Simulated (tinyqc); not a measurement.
Deep trap from a strong local potential in a two-band host (Koster-Slater model with semi-elliptic bands): one step, computed by the program tinyqc.

The valence band spans -2 W_v to 0 and the conduction band E_g to E_g + 2 W_c. The orbital at the impurity site has weight f_v in the valence band and 1 - f_v in the conduction band, each spread as a semi-ellipse (2/(pi W^2)) sqrt(W^2 - x^2) about the band centre. The impurity adds U to this orbital. Spin is left out.

Task: Thresholds and the vacancy level. In the gap G(E) = f_v (2/W_v^2)[x - sqrt(x^2 - W_v^2)] - (1 - f_v)(2/W_c^2)[y - sqrt(y^2 - W_c^2)], x = E + W_v, y = E_g + W_c - E. G falls across the gap from G(0) to G(E_g). A repulsive U binds if U > 1/G(0), an attractive one if U < 1/G(E_g); the vacancy level (U infinite) solves G(E) = 0 (bisection).

Inputs (values chosen for the exercise, with a gap close to that of beta-Ga2O3):
```
quantity                                value  unit
gap E_g                                  4.73    eV
half-width of the valence band W_v        4.6    eV
half-width of the conduction band W_c       5    eV
valence weight f_v of the site orbital   0.42     -
```

Impurity: attractive, donor-like.

Give: G(0); G(E_g); repulsive threshold; attractive threshold; vacancy level.

Result:

G(0) = 0.118 1/eV

G(E_g) = -0.184 1/eV

repulsive threshold = 8.44 eV

attractive threshold = -5.44 eV

vacancy level = 1.64 eV
